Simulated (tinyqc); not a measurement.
Ballast resistance and gain from the on-state line.

Problem. At high current V = BV (1 + be)^(-1/n) + I Ro. Find Ro, the intercept and be.

Inputs (values chosen for the exercise):
- BV = 11.9 V (junction breakdown voltage)
- n = 4.5 (exponent of the multiplication)

V at I = 5.2 and 10.5 mA/um (V): [8.0986047, 9.3706047]

Answer. The slope is Ro; the intercept over BV is (1 + be)^(-1/n).

Ro = 240 ohm um
intercept = 6.85 V
be = 11.0

Program tinyqc, `OMP_NUM_THREADS=1 python tinyqc.py 2670018 2670019 out.jsonl`; Intel Xeon 2.30GHz, shared host, one thread, about 0.01 s.
